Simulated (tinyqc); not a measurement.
# Density and mobility of a removed layer (differential Hall)

Problem. For layers in parallel the sheet conductance g = 1/Rs and the product g mu_H (mu_H signed, unit Hall factors) are additive. Find the sheet density and mobility of the layer that was removed, and its share of the conductance.

Constants: q = 1.602176634e-19 C. Results are converted to the units shown.

Rs before and after removing the top layer (ohm/square): [514.97600, 609.52237]
apparent mobility before and after, signed (cm^2/(V s)): [138.28383, 160]

Solution. The differences give g1 = q n mu and g1 mu = q n mu^2; their ratio is mu and g1^2/(q g1 mu) is n.

sheet density = 9.400e13 cm^-2
mobility = 20.00 cm^2/(V s)
share of the conductance = 15.51 %

tinyqc, about 0.01 s, one thread, Intel Xeon 2.30GHz (shared host): `OMP_NUM_THREADS=1 python tinyqc.py 2850227 2850228 out.jsonl`
